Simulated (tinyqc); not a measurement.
## Slope factor and drain-induced lowering from three currents

Question. With source and body at 0 V, I = A exp((Vg + dd Vd)/(nf Vt)) (1 - exp(-Vd/Vt)). Find nf, the swing nf Vt ln 10 and dd.

Parameters, values chosen for the exercise:
```
symbol,value,unit,meaning
T,330,K,temperature
```

Constants: q = 1.602176634e-19 C, kB = 1.380649e-23 J/K, Vt = kB T/q. Results are converted to the units shown.

currents at (Vg, Vd) = (0, 0.05), (0, 0.8) and (0.09, 0.8) V (nA/um): 0.060821269  0.21469270  2.8137449

Answer. The pair at equal Vd gives nf; the pair at equal Vg, after dividing out the factors 1 - exp(-Vd/Vt), gives dd.

nf = 1.23
swing = 80.5 mV/decade
dd = 0.0500

Numbers from tinyqc (`OMP_NUM_THREADS=1 python tinyqc.py 2242180 2242181 out.jsonl`; about 0.03 s on one thread of a shared Intel Xeon 2.30GHz).
